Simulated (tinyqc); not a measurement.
Inside a calculation. Method: one-electron ion in a basis of Gaussians. Computed by tinyqc, a small Python program that keeps every step. Settings: Z = 2, l = 1. Command: `OMP_NUM_THREADS=1 python tinyqc.py 22207 22208 out.jsonl` (the two numbers bound the seeds that draw the settings). One thread of a shared host (Intel(R) Xeon(R) Processor @ 2.60GHz), about 0.01 s of CPU time with the checks.

## Matrices over normalised Gaussians

exponents of r^l exp(-a r^2) (1/bohr^2): 0.037850  0.110400  0.322200  0.940000  2.742000  8.001000  23.340000

Z = 2

l = 1

With p = a_i + a_j and I(k) = Gamma((k+1)/2) / (2 p^((k+1)/2)): S = I(2l+2), T = (2l+3) a_i a_j S / p, V = -Z I(2l+1), each divided by sqrt(S_ii S_jj).

S:
```
          1         2         3         4         5         6         7
1  1.000000  0.710202  0.294718  0.092446  0.025864  0.006936  0.001833
2  0.710202  1.000000  0.709949  0.294652  0.092437  0.025851  0.006935
3  0.294718  0.709949  1.000000  0.710103  0.294797  0.092456  0.025865
4  0.092446  0.294652  0.710103  1.000000  0.710166  0.294747  0.092468
5  0.025864  0.092437  0.294797  0.710166  1.000000  0.710028  0.294736
6  0.006936  0.025851  0.092456  0.294747  0.710028  1.000000  0.710149
7  0.001833  0.006935  0.025865  0.092468  0.294736  0.710149  1.000000
```

T (hartree):
```
          1         2         3         4         5          6          7
1  0.094625  0.100090  0.049912  0.016818  0.004828   0.001306   0.000346
2  0.100090  0.276000  0.291880  0.145553  0.049050   0.014076   0.003810
3  0.049912  0.291880  0.805500  0.851955  0.424981   0.143181   0.041102
4  0.016818  0.145553  0.851955  2.350000  2.485657   1.239670   0.417772
5  0.004828  0.049050  0.424981  2.485657  6.855000   7.249897   3.616018
6  0.001306  0.014076  0.143181  1.239670  7.249897  20.002500  21.156876
7  0.000346  0.003810  0.041102  0.417772  3.616018  21.156876  58.350000
```

V (hartree):
```
           1          2          3          4          5          6           7
1  -0.413944  -0.411408  -0.266062  -0.137536  -0.064877  -0.029587   -0.013337
2  -0.411408  -0.706958  -0.702529  -0.454340  -0.234879  -0.110769   -0.050525
3  -0.266062  -0.702529  -1.207735  -1.200271  -0.776383  -0.401306   -0.189296
4  -0.137536  -0.454340  -1.200271  -2.062874  -2.050196  -1.325979   -0.685500
5  -0.064877  -0.234879  -0.776383  -2.050196  -3.523242  -3.501324   -2.264631
6  -0.029587  -0.110769  -0.401306  -1.325979  -3.501324  -6.018398   -5.981354
7  -0.013337  -0.050525  -0.189296  -0.685500  -2.264631  -5.981354  -10.279198
```

## Generalised eigenproblem

H = T + V (hartree):
```
           1          2          3          4          5          6          7
1  -0.319319  -0.311318  -0.216150  -0.120718  -0.060049  -0.028280  -0.012991
2  -0.311318  -0.430958  -0.410648  -0.308786  -0.185828  -0.096694  -0.046715
3  -0.216150  -0.410648  -0.402235  -0.348316  -0.351402  -0.258125  -0.148194
4  -0.120718  -0.308786  -0.348316   0.287126   0.435461  -0.086310  -0.267728
5  -0.060049  -0.185828  -0.351402   0.435461   3.331758   3.748573   1.351387
6  -0.028280  -0.096694  -0.258125  -0.086310   3.748573  13.984102  15.175522
7  -0.012991  -0.046715  -0.148194  -0.267728   1.351387  15.175522  48.070802
```

Solve H C = S C e through S^(-1/2); each column has its largest component positive (the first on a tie).

eigenvalues of S: 0.041577  0.104082  0.255581  0.573669  1.151128  1.999767  2.874195

eigenvalues (hartree): -0.499899  -0.219279  0.097931  1.525501  6.629483  23.330167  77.899224

coefficients:
```
          1          2          3          4          5          6          7
1  0.065807   1.203469  -1.007923   0.386175  -0.165828  -0.078322  -0.038014
2  0.564573  -0.430477   1.997208  -1.147413   0.512334   0.240248   0.115909
3  0.409730  -0.301646  -1.363068   2.002449  -1.105978  -0.525561  -0.250919
4  0.098810  -0.069638  -0.018354  -1.755692   1.902033   1.045348   0.500030
5  0.019682  -0.012171  -0.061996   0.169673  -1.866403  -1.801579  -0.964452
6  0.002690  -0.001896   0.004997  -0.069235   0.253191   1.842511   1.637244
7  0.000643  -0.000377  -0.002557   0.009047  -0.058153  -0.210275  -1.613936
```

For Z = 2 and l = 1 the exact lowest level is -Z^2/(2 n^2) with n = l + 1: -0.500000 hartree.
